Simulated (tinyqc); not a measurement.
Gupta-type many-body potential for a metal: one step, computed by the program tinyqc. Command: `OMP_NUM_THREADS=1 python tinyqc.py 3001892 3001893 out.jsonl gupta walk`. One thread of a shared host (Intel(R) Xeon(R) Processor @ 2.30GHz), about 0.01 s of CPU time with the checks.

E_i = sum_j A exp(-p (r_ij/r0 - 1)) - xi rho_i^gamma, with rho_i = sum_j exp(-2 q (r_ij/r0 - 1)); gamma = 1/2 is the tight-binding second-moment form. The crystal is fcc unless stated; d is the neighbour distance and a fixed number of shells is kept.

Problem. Unrelaxed vacancy. Each neighbour j of the vacancy loses one repulsive term and one density term: E_v = sum_shells count x {-repulsion - xi [(rho - density)^gamma - rho^gamma]}. (The removed atom returns to a bulk-like site, so its own energy cancels.)

Inputs (values chosen for the exercise, modelled on silver): hopping xi = 1.17 eV; embedding exponent gamma = 0.5.

Shells:
```
shell,count,r (angstrom),repulsion (eV),density
1,12,2.909492,0.09732593,0.9573838
2,6,4.114643,0.00112136,0.0739134
```

density rho = 11.93209

repulsive energy = 1.174639 eV

Give: vacancy energy E_v; ratio E_v/E_c, E_c = xi rho^gamma less the repulsive energy.

Solution.

vacancy energy E_v = 0.8869 eV

ratio E_v/E_c, E_c = xi rho^gamma less the repulsive energy = 0.3094

A pair potential gives E_v = E_c; here the ratio is 0.31, as the remaining bonds of the neighbours strengthen when one is lost.
